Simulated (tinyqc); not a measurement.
Worked calculation: plane-wave Kohn-Sham cycle with exchange-only LDA in a layered model solid. Computed by tinyqc, a small Python program that keeps every step. Settings: points = 16, plane-wave index or count = 2, electrons = 2, k points = 1, area = 34.0, mixing = 0.8, iteration cap = 70, Kerker q0 = 1.47. Command: `OMP_NUM_THREADS=1 python tinyqc.py 29254 29255 out.jsonl` (the two numbers bound the seeds that draw the settings). One thread of a shared host (Intel(R) Xeon(R) Processor @ 2.60GHz), about 0.01 s of CPU time with the checks. Later iterations appear only in the table of the cycle.

## Iteration 1: potential

A solid whose potential varies along x alone (atomic units):

| parameter | value |
|---|---|
| period a | 10.300000 |
| cross-section of the cell | 34.000000 |
| electrons per cell | 2 |
| grid points | 16 |
| plane waves -n..n, n | 2 |
| k points | 1 |
| V1 in V1 cos(2 pi x/a) | -0.730000 |

density at the start, on the grid x_j = j a/N (e/bohr^3): 0.00571102  0.00571102  0.00571102  0.00571102  0.00571102  0.00571102  0.00571102  0.00571102  0.00571102  0.00571102  0.00571102  0.00571102  0.00571102  0.00571102  0.00571102  0.00571102

V_H(G) = 4 pi rho(G)/G^2 for G != 0 (uniform background); v_x = -(3 rho/pi)^(1/3); V = V_ext + V_H + v_x; Fourier components f(G_m) = (1/N) sum_j f(x_j) exp(-i G_m x_j).

Potentials on the grid (hartree):

| x | V_ext | V_H | v_x | V |
|---|---|---|---|---|
| 0.000000 | -0.730000 | 0.000000 | -0.176020 | -0.906020 |
| 0.643750 | -0.674432 | 0.000000 | -0.176020 | -0.850452 |
| 1.287500 | -0.516188 | 0.000000 | -0.176020 | -0.692208 |
| 1.931250 | -0.279359 | 0.000000 | -0.176020 | -0.455379 |
| 2.575000 | 0 | 0.000000 | -0.176020 | -0.176020 |
| 3.218750 | 0.279359 | 0.000000 | -0.176020 | 0.103339 |
| 3.862500 | 0.516188 | 0.000000 | -0.176020 | 0.340168 |
| 4.506250 | 0.674432 | 0.000000 | -0.176020 | 0.498412 |
| 5.150000 | 0.730000 | 0.000000 | -0.176020 | 0.553980 |
| 5.793750 | 0.674432 | 0.000000 | -0.176020 | 0.498412 |
| 6.437500 | 0.516188 | 0.000000 | -0.176020 | 0.340168 |
| 7.081250 | 0.279359 | 0.000000 | -0.176020 | 0.103339 |
| 7.725000 | 0 | 0.000000 | -0.176020 | -0.176020 |
| 8.368750 | -0.279359 | 0.000000 | -0.176020 | -0.455379 |
| 9.012500 | -0.516188 | 0.000000 | -0.176020 | -0.692208 |
| 9.656250 | -0.674432 | 0.000000 | -0.176020 | -0.850452 |

V(G_m), m = 0, 1, 2, ... (hartree): -0.176020  -0.365000  0.000000  0.000000  0.000000

## Iteration 1: Hamiltonian at one k

k = 0.000000 2 pi / a

H(m,m') = (k + G_m)^2/2 delta + V(G_m - G_m'), with V(-G) = V(G).

H (hartree), lower triangle:
```
           -2         -1         +0         +1        +2
-2   0.568224
-1  -0.365000   0.010041
+0   0.000000  -0.365000  -0.176020
+1   0.000000   0.000000  -0.365000   0.010041
+2   0.000000   0.000000   0.000000  -0.365000  0.568224
```

## Iteration 1: levels at that k

Diagonalise the Hermitian matrix.

eigenvalues (hartree): -0.655070  -0.170342  0.241223  0.748607  0.816092

## Iteration 1: new density

Motion across x is left out: the lowest 1 band(s) hold two electrons at each of the k points (j + 1/2)/nk - 1/2. Residual R = rho(out) - rho(in); rho(new) = rho(in) + 0.8 R, with R(G) scaled by G^2/(G^2 + 1.47^2) (Kerker). rho(out) = 2/(a A nk) sum |psi|^2 with psi = sum c exp(i G x). Harris energy E = band energy - dV sum rho (V_H/2 + v_x) + (3/4) dV sum rho v_x with rho(in), dV = a A/N, band energy = (2/nk) sum of the filled levels.

rho(out) (e/bohr^3): 0.02154793  0.01826341  0.01095486  0.00442476  0.00109078  0.00014371  0.00001525  0.00001220  0.00001846  0.00001220  0.00001525  0.00014371  0.00109078  0.00442476  0.01095486  0.01826341

density after iteration 1 (e/bohr^3): 0.00924860  0.00811540  0.00582632  0.00432846  0.00426235  0.00485728  0.00533045  0.00554295  0.00560133  0.00554295  0.00533045  0.00485728  0.00426235  0.00432846  0.00582632  0.00811540

energy per cell = -1.22213054 hartree

## Iteration 2: potential

As before.

Potentials on the grid (hartree):

| x | V_ext | V_H | v_x | V |
|---|---|---|---|---|
| 0.000000 | -0.730000 | 0.053105 | -0.206704 | -0.883599 |
| 0.643750 | -0.674432 | 0.044415 | -0.197892 | -0.827909 |
| 1.287500 | -0.516188 | 0.023725 | -0.177197 | -0.669659 |
| 1.931250 | -0.279359 | 0.002056 | -0.160485 | -0.437788 |
| 2.575000 | 0 | -0.013070 | -0.159664 | -0.172734 |
| 3.218750 | 0.279359 | -0.020936 | -0.166771 | 0.091652 |
| 3.862500 | 0.516188 | -0.024285 | -0.172020 | 0.319883 |
| 4.506250 | 0.674432 | -0.025535 | -0.174276 | 0.474621 |
| 5.150000 | 0.730000 | -0.025845 | -0.174886 | 0.529269 |
| 5.793750 | 0.674432 | -0.025535 | -0.174276 | 0.474621 |
| 6.437500 | 0.516188 | -0.024285 | -0.172020 | 0.319883 |
| 7.081250 | 0.279359 | -0.020936 | -0.166771 | 0.091652 |
| 7.725000 | 0 | -0.013070 | -0.159664 | -0.172734 |
| 8.368750 | -0.279359 | 0.002056 | -0.160485 | -0.437788 |
| 9.012500 | -0.516188 | 0.023725 | -0.177197 | -0.669659 |
| 9.656250 | -0.674432 | 0.044415 | -0.197892 | -0.827909 |

V(G_m), m = 0, 1, 2, ... (hartree): -0.174887  -0.351517  -0.001186  -0.002005  -0.000015

## Iteration 2: Hamiltonian at one k

k = 0.000000 2 pi / a

As before.

H (hartree), lower triangle:
```
           -2         -1         +0         +1        +2
-2   0.569357
-1  -0.351517   0.011174
+0  -0.001186  -0.351517  -0.174887
+1  -0.002005  -0.001186  -0.351517   0.011174
+2  -0.000015  -0.002005  -0.001186  -0.351517  0.569357
```

## Iteration 2: levels at that k

As before.

eigenvalues (hartree): -0.633653  -0.156039  0.237342  0.737771  0.800752

## Iteration 2: new density

As before.

rho(out) (e/bohr^3): 0.02146052  0.01820929  0.01096373  0.00446588  0.00112219  0.00015529  0.00001809  0.00001363  0.00001963  0.00001363  0.00001809  0.00015529  0.00112219  0.00446588  0.01096373  0.01820929

density after iteration 2 (e/bohr^3): 0.01167670  0.00988456  0.00619249  0.00361132  0.00326052  0.00408500  0.00486160  0.00526321  0.00538227  0.00526321  0.00486160  0.00408500  0.00326052  0.00361132  0.00619249  0.00988456

energy per cell = -1.18361405 hartree

## Convergence

Stop when sqrt(dV sum R^2) is below 1e-8, dV = a A/N.

Course of the cycle:

| iteration | E (hartree) | norm of the residual |
|---|---|---|
| 1 | -1.22213054 | 1.40e-01 |
| 2 | -1.18361405 | 1.16e-01 |
| 3 | -1.15145748 | 9.89e-02 |
| 4 | -1.12645568 | 8.53e-02 |
| 5 | -1.10738959 | 7.40e-02 |
| 6 | -1.09296665 | 6.46e-02 |
| 7 | -1.08211002 | 5.65e-02 |
| 8 | -1.07397228 | 4.95e-02 |
| 9 | -1.06789832 | 4.34e-02 |
| 10 | -1.06338519 | 3.80e-02 |
| 11 | -1.06004835 | 3.33e-02 |
| ... | ... | ... |
| 60 | -1.05175176 | 5.59e-05 |
| 61 | -1.05175180 | 4.92e-05 |
| 62 | -1.05175183 | 4.32e-05 |
| 63 | -1.05175186 | 3.80e-05 |
| 64 | -1.05175188 | 3.35e-05 |
| 65 | -1.05175189 | 2.94e-05 |
| 66 | -1.05175190 | 2.59e-05 |
| 67 | -1.05175191 | 2.28e-05 |
| 68 | -1.05175192 | 2.00e-05 |
| 69 | -1.05175193 | 1.76e-05 |
| 70 | -1.05175193 | 1.55e-05 |

Not converged within 70 iterations: the residual falls steadily but slowly, by a factor of about 0.88 a step. Reruns (cap 100 unless said): mixing 0.1: not converged; mixing 0.5, Kerker q0 1.0: not converged; mixing 0.3, Pulay depth 5: converged in 11 (E = -1.05175); the original settings with a cap of 400: converged in 128 (E = -1.05175).
